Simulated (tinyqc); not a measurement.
# Tunnelling through a two-layer gate stack, WKB transmission and Tsu-Esaki current: effect of temperature

Electrons leave the emitter at x = 0. Energies E (motion across the layers) are in eV from the emitter Fermi level; the collector Fermi level lies at -V and offers states at every E. No charge in the dielectric and no image force: F1 = V/(t1 + t2 eps1/eps2), F2 = F1 eps1/eps2; U = phi1 - F1 x in layer 1 and phi2 - F1 t1 - F2 (x - t1) in layer 2. With C = hbar^2/(2 m0), kappa = sqrt(m (U - E)/C) where U > E and 0 elsewhere; T(E) = exp(-S), S = 2 times the integral of kappa over x.

Each layer adds (2/F) sqrt(m/C) [G(u at its left edge) - G(u at its right edge)] to S, with u = U - E (0 where negative) and G(u) = (2/3) u^1.5. J = J0 times the integral of T(E) N(E) dE, N = ln[(1 + exp(-E/Vt))/(1 + exp((-E - V)/Vt))], J0 = q^2 me m0 kB T/(2 pi^2 hbar^3) (times 1e-4 for A/cm^2 per eV), from E = -Ef to far above the barrier (T = 1 there), by quadrature converged to the digits shown.

Parameters, values chosen for the exercise; layer 1 close to aluminium oxide, layer 2 close to hafnium oxide: Fermi energy of the emitter above its band bottom Ef = 0.3 eV; emitter mass in the supply function me = 1 m0; barrier of layer 1 above the emitter Fermi level at zero bias phi1 = 2.66 eV; tunnelling mass of layer 1 m1 = 0.38 m0; thickness of layer 1 t1 = 0.9 nm; relative permittivity of layer 1 eps1 = 9.02; barrier of layer 2 at zero bias phi2 = 1.46 eV; tunnelling mass of layer 2 m2 = 0.2 m0; thickness of layer 2 t2 = 2 nm; relative permittivity of layer 2 eps2 = 23; voltage across the dielectric V = 0.6 V.

Constants: q = 1.602176634e-19 C, kB = 1.380649e-23 J/K, hbar = 1.054571817e-34 J s, m0 = 9.1093837015e-31 kg, Vt = kB T/q, hbar^2/(2 m0) = 0.0380998212 eV nm^2. Results are converted to the units shown.

Effect of temperature:

| T (K) | J (A/cm^2) | mean E of the current (eV) |
|---|---|---|
| 50 | 3.120 | -0.1668 |
| 100 | 3.140 | -0.1657 |
| 200 | 3.220 | -0.1615 |
| 300 | 3.357 | -0.1543 |
| 400 | 3.559 | -0.1439 |
| 500 | 3.835 | -0.1299 |
| 600 | 4.205 | -0.1115 |
| 750 | 5.020 | -0.06837 |

Between 50 and 300 K the current changes by a factor of 1.08, and between 300 and 750 K by 1.50; the mean energy of the current rises from -0.167 to -0.0684 eV. The transmission grows by a factor e over d = 0.156 eV near E = 0, equal to kB T/q at 1820 K: far below that temperature the thermal tail adds little.

Numbers from tinyqc (`OMP_NUM_THREADS=1 python tinyqc.py 2540058 2540059 out.jsonl`; about 0.04 s on one thread of a shared Intel Xeon 2.30GHz).
